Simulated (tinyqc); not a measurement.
# Worked calculation: double-gate transistor below threshold, two-dimensional Poisson equation on a small mesh

Program tinyqc, `OMP_NUM_THREADS=1 python tinyqc.py 2480008 2480009 out.jsonl`; Intel Xeon 2.30GHz, shared host, one thread, about 0.09 s. Printed values are rounded.

Half of a symmetric double-gate structure: row 0 is the mid-plane of the body, where the normal field vanishes. Mobile charge is neglected (subthreshold), the body is fully depleted, and potentials are counted from the intrinsic level; rows run upward to the gate, columns from source to drain.

Inputs (values chosen for the exercise); semiconductor permittivity close to that of gallium nitride:
- T = 400 K (temperature)
- eps_r = 9.57 (relative permittivity of the semiconductor)
- eox = 25 (relative permittivity of the insulator)
- tb = 8 nm (half the body thickness)
- tox = 3.8 nm (insulator thickness)
- L = 26 nm (channel length)
- Na = 0 cm^-3 (acceptor density of the depleted body)
- Vbi = 0.54 V (potential of the source)
- Vfb = 0.02 V (gate offset)
- Vg = -0.1 V (gate voltage)
- Vd = 0.05 V (drain voltage)

Constants: q = 1.602176634e-19 C, kB = 1.380649e-23 J/K, Vt = kB T/q, eps0 = 8.8541878128e-14 F/cm where lengths are in cm. Results are converted to the units shown.

## Coefficients of the five-point equations

Mesh: rows i = 0..2 in the semiconductor (step hs = tb/2, row 2 on the interface), then 2 step(s) ho = tox/2 up to the gate row 4; columns j = 0..5 (step hy = L/5). Box integration, divided by eps0: up_i = eps hy/h of the interval above row i, dn_i = that of the interval below (0 for row 0), lat_i = (sum of eps h/2 over the intervals above and below)/hy, s_i = -q Na w_i hy/eps0 with w_i the semiconductor height of the box (hs/2 for row 0 and the interface row, hs between, 0 in the insulator). Each free node obeys (up + dn + 2 lat) psi = up psi(above) + dn psi(below) + lat [psi(left) + psi(right)] + s.

| row | up | dn | lat | s (V) |
|---|---|---|---|---|
| 0 | 12.44100 | 0 | 3.680769 | 0 |
| 1 | 12.44100 | 12.44100 | 7.361538 | 0 |
| 2 | 68.42105 | 12.44100 | 8.248077 | 0 |
| 3 | 68.42105 | 68.42105 | 9.134615 | 0 |

## Iteration 1: over-relaxation sweep (omega = 1.5)

psi at the start (fixed values on the edges, free nodes linear between source and drain columns) (V):

|  | j=0 | j=1 | j=2 | j=3 | j=4 | j=5 |
|---|---|---|---|---|---|---|
| row 0 | 0.5400000 | 0.5500000 | 0.5600000 | 0.5700000 | 0.5800000 | 0.5900000 |
| row 1 | 0.5400000 | 0.5500000 | 0.5600000 | 0.5700000 | 0.5800000 | 0.5900000 |
| row 2 | 0.5400000 | 0.5500000 | 0.5600000 | 0.5700000 | 0.5800000 | 0.5900000 |
| row 3 | 0.2100000 | 0.2150000 | 0.2200000 | 0.2250000 | 0.2300000 | 0.2350000 |
| row 4 | -0.1200000 | -0.1200000 | -0.1200000 | -0.1200000 | -0.1200000 | -0.1200000 |

Free nodes: rows 0..3, columns 1..4, taken row by row from row 0, left to right. t = (up psi(above) + dn psi(below) + lat [psi(left) + psi(right)] + s)/(up + dn + 2 lat), with the newest neighbours; psi(new) = psi + 1.5 (t - psi).

psi after iteration 1 (V):

|  | j=0 | j=1 | j=2 | j=3 | j=4 | j=5 |
|---|---|---|---|---|---|---|
| row 0 | 0.5400000 | 0.5500000 | 0.5600000 | 0.5700000 | 0.5800000 | 0.5900000 |
| row 1 | 0.5400000 | 0.5500000 | 0.5600000 | 0.5700000 | 0.5800000 | 0.5900000 |
| row 2 | 0.5400000 | 0.1968548 | 0.1567069 | 0.1550634 | 0.1583129 | 0.5900000 |
| row 3 | 0.2100000 | -0.0186634 | -0.0674854 | -0.0749439 | -0.0755110 | 0.2350000 |
| row 4 | -0.1200000 | -0.1200000 | -0.1200000 | -0.1200000 | -0.1200000 | -0.1200000 |

## Iteration 2: over-relaxation sweep (omega = 1.5)

As before.

psi after iteration 2 (V):

|  | j=0 | j=1 | j=2 | j=3 | j=4 | j=5 |
|---|---|---|---|---|---|---|
| row 0 | 0.5400000 | 0.5500000 | 0.5600000 | 0.5700000 | 0.5800000 | 0.5900000 |
| row 1 | 0.5400000 | 0.3836017 | 0.3235789 | 0.3085695 | 0.3084159 | 0.5900000 |
| row 2 | 0.5400000 | 0.0439629 | -0.0621790 | -0.0851722 | -0.0354880 | 0.5900000 |
| row 3 | 0.2100000 | -0.0283901 | -0.0959267 | -0.1134272 | -0.0543861 | 0.2350000 |
| row 4 | -0.1200000 | -0.1200000 | -0.1200000 | -0.1200000 | -0.1200000 | -0.1200000 |

## Course of the iteration: over-relaxation sweep (omega = 1.5)

Stop when the largest change of psi is below 1e-7 V, or after 400 iterations. Fixed values: gate row Vg - Vfb; column 0 at Vbi and the last column at Vbi + Vd in the semiconductor, each running linearly to Vg - Vfb across the insulator.

Course of the iteration:

| iteration | psi at row 0, j = 2 (V) | largest \|change\| of one entry (V) |
|---|---|---|
| 1 | 0.56 | 0.422 |
| 2 | 0.56 | 0.272 |
| 3 | 0.2934813 | 0.345 |
| 4 | 0.09804413 | 0.245 |
| 5 | 0.05389801 | 0.130 |
| 6 | 0.08034383 | 0.0977 |
| 7 | 0.1293197 | 0.0490 |
| 8 | 0.1362178 | 0.0225 |
| 9 | 0.1249792 | 0.0112 |
| ... | ... | ... |
| 19 | 0.1226168 | 4.86e-6 |
| 20 | 0.1226218 | 5.01e-6 |
| 21 | 0.1226227 | 3.20e-6 |
| 22 | 0.1226212 | 1.47e-6 |
| 23 | 0.1226206 | 9.08e-7 |
| 24 | 0.1226207 | 2.35e-7 |
| 25 | 0.1226209 | 1.95e-7 |
| 26 | 0.1226209 | 1.08e-7 |
| 27 | 0.1226209 | 2.75e-8 |

Converged in 27 iterations. The changes do not fall evenly; from iteration 22 to 27 they shrink by a factor of 2.2 a step on average.

## Barrier, swing and barrier lowering

converged psi (V):

|  | j=0 | j=1 | j=2 | j=3 | j=4 | j=5 |
|---|---|---|---|---|---|---|
| row 0 | 0.5400000 | 0.2571688 | 0.1226209 | 0.1295844 | 0.2814728 | 0.5900000 |
| row 1 | 0.5400000 | 0.2132980 | 0.0807536 | 0.0867072 | 0.2351300 | 0.5900000 |
| row 2 | 0.5400000 | 0.0545411 | -0.0430652 | -0.0404714 | 0.0666292 | 0.5900000 |
| row 3 | 0.2100000 | -0.0210808 | -0.0776582 | -0.0761944 | -0.0141902 | 0.2350000 |
| row 4 | -0.1200000 | -0.1200000 | -0.1200000 | -0.1200000 | -0.1200000 | -0.1200000 |

d psi/dVg on row 0: j=0 0.0000000, j=1 0.4316484, j=2 0.6407261, j=3 0.6407261, j=4 0.4316484, j=5 0.0000000
d psi/dVd on row 0: j=0 0.000000, j=1 0.041135, j=2 0.110002, j=3 0.249272, j=4 0.527216, j=5 1.000000

The barrier is read along row 0, the path farthest from the gate. Take the node j of lowest psi: barrier Vbi - psi_j; swing Vt ln 10/(d psi_j/dVg); DIBL = (d psi_j/dVd)/(d psi_j/dVg). The derivatives solve the same equations with s = 0 and a unit change of that voltage.

j = 2
barrier = 0.4173791 V
swing = 123.8729 mV/decade
DIBL = 171.6832 mV/V

A mesh of 12, 8 and 80 steps (semiconductor, insulator, channel) gives a barrier of 0.443 V, a swing of 116 mV a decade and a DIBL of 223 mV/V; the small mesh puts the barrier 5.8 % below that.
